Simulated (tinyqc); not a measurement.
From results back to parameters: buckled dimers of a reconstructed (001) surface, two dangling bonds a dimer. Four cases, with inputs chosen for the exercise.

Problem. With tp the pi coupling of the two dangling bonds, gm their shift per height and kf the force constant (elastic energy kf z^2), an isolated buckled dimer has gap 2 gm^2/kf, buckling z with (gm z)^2 + tp^2 = (gm^2/kf)^2, and charge gm z/(gm^2/kf) moved to the up atom. The values come from hidden parameters.

Find: tp; gm; kf.

Method. With x half the gap and c the charge: tp = x sqrt(1 - c^2), gm = x c/z, kf = gm^2/x.

Case 1.

gap = 1.659273 eV
z = 0.310615 angstrom
charge moved = 0.876095 e

Solution.

tp = 0.40 eV
gm = 2.34 eV/angstrom
kf = 6.6 eV/angstrom^2

Case 2.

gap = 1.600615 eV
z = 0.345264 angstrom
charge moved = 0.880084 e

Solution.

tp = 0.38 eV
gm = 2.04 eV/angstrom
kf = 5.2 eV/angstrom^2

Case 3.

gap = 1.499657 eV
z = 0.415622 angstrom
charge moved = 0.897948 e

Solution.

tp = 0.33 eV
gm = 1.62 eV/angstrom
kf = 3.5 eV/angstrom^2

Case 4.

gap = 1.035391 eV
z = 0.236863 angstrom
charge moved = 0.864737 e

Solution.

tp = 0.26 eV
gm = 1.89 eV/angstrom
kf = 6.9 eV/angstrom^2

Computed by tinyqc, one run a case: `OMP_NUM_THREADS=1 python tinyqc.py N N+1 out.jsonl` with N = 1452115, 1452208, 1452278, 1452280; one thread of a shared Intel(R) Xeon(R) Processor @ 2.30GHz, about 0.05 s a run at most.
